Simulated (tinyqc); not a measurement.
What each parameter does: model-solid line-up of a strained alloy layer on a substrate.

All values of the alloy are linear in x but the gap, Eg(x) = (1 - x) Eg_A + x Eg_B - C x (1 - x), and the valence edge, Ev(x) = (1 - x) Ev_A + x Ev_B + fv C x (1 - x); Ec = Ev + Eg. Ev is the top of the unstrained valence band on a scale common to all materials. In the layer only the Gamma valley of the conduction band is followed, also where an X or L valley would lie lower.

Coherent growth on a (001) face: e_par = (a_s - a)/a, e_perp = -2 (C12/C11) e_par; exx = eyy = e_par, ezz = e_perp, no shear.

Strained edges: Ec + ac tr(e); the valence edges are Ev plus the levels of the 6 x 6 matrix of X, Y, Z times spin with -Dso/3 + l exx + m (eyy + ezz) on the diagonal (cyclic), n exy off it, l = av + 2 b, m = av - b, n = sqrt(3) d. Spin-orbit term (Dso/3) L.sigma on X, Y, Z with (L_k)_ij = -i epsilon_kij: <X+|H|Y+> = -i Dso/3, <X+|H|Z-> = Dso/3, <Y+|H|Z-> = -i Dso/3, <Z+|H|X-> = -Dso/3, <Z+|H|Y-> = i Dso/3, <X-|H|Y-> = i Dso/3, and their conjugates; + and - are the spin along z.

dEc = Ec(substrate) - Ec(layer), dEv = Ev(layer) - Ev(substrate); positive values confine the carrier in the layer. Type I: both of one sign; type II: opposite signs; type III: the gaps do not overlap.

Parameters, chosen for this exercise (A near AlAs, B near GaAs, substrate near Ge; the results hold for these values, not for the real material): a = (5.667, 5.66) angstrom (lattice constant of A, B); Eg = (3.077, 1.51) eV (gap at Gamma to the s-like level of A, B); Dso = (0.279, 0.34) eV (spin-orbit splitting of A, B); Ev = (-1.34, -0.79) eV (top of the unstrained valence band of A, B); ac = (-5.66, -7.07) eV (conduction deformation potential of A, B); av = (2.45, 1.15) eV (valence hydrostatic potential of A, B); b = (-2.3, -2) eV (tetragonal shear potential of A, B); d = (-3.37, -4.84) eV (trigonal shear potential of A, B); C11 = (126.9, 120.9) GPa (of A, B); C12 = (53.9, 57.1) GPa (of A, B); C44 = (53.8, 59.8) GPa (of A, B); C = 0.309 eV (bowing of the gap); fv = 0 (share of the bowing taken by the valence edge); a_s = 5.66 angstrom (substrate); Eg_s = 0.746 eV (lowest gap of the substrate); Ev_s = -0.34 eV (substrate valence edge); face = 001 (growth face); x = 0.13 (fraction of B).

Strained gap, valence splitting and offsets.

Results for these values:
```
case  gap (eV)  splitting (meV)  dEc (eV)  dEv (eV)
base    2.8438              8.9   -1.1710   -0.9268
```

What happens to each result for x = 0.11, all else kept?

Answer: gap rises from 2.8438 to 2.8799; splitting rises from 8.9 to 9.1; dEc falls from -1.1710 to -1.1962; dEv falls from -0.9268 to -0.9378.

The same for each parameter in turn:
```
case                     gap (eV)  splitting (meV)  dEc (eV)  dEv (eV)
base                       2.8438              8.9   -1.1710   -0.9268
x = 0.11                   2.8799              9.1   -1.1962   -0.9378
a_s = 5.64 angstrom        2.8616             36.0   -1.1945   -0.9211
C = 0.409 eV               2.8325              8.9   -1.1597   -0.9268
fv = 0.2                   2.8438              8.9   -1.1780   -0.9198
Ev_s = -0.29 eV            2.8438              8.9   -1.1210   -0.9768
b = (-2.645, -2.3) eV      2.8431             10.2   -1.1710   -0.9261
ac = (-6.509, -8.13) eV    2.8448              8.9   -1.1721   -0.9268
Dso = (0.321, 0.391) eV    2.8438              8.9   -1.1710   -0.9268
```

(tinyqc, `OMP_NUM_THREADS=1 python tinyqc.py 1051470 1051471 out.jsonl`, Intel(R) Xeon(R) Processor @ 2.30GHz, 1 thread, shared host, about 0.02 s.)
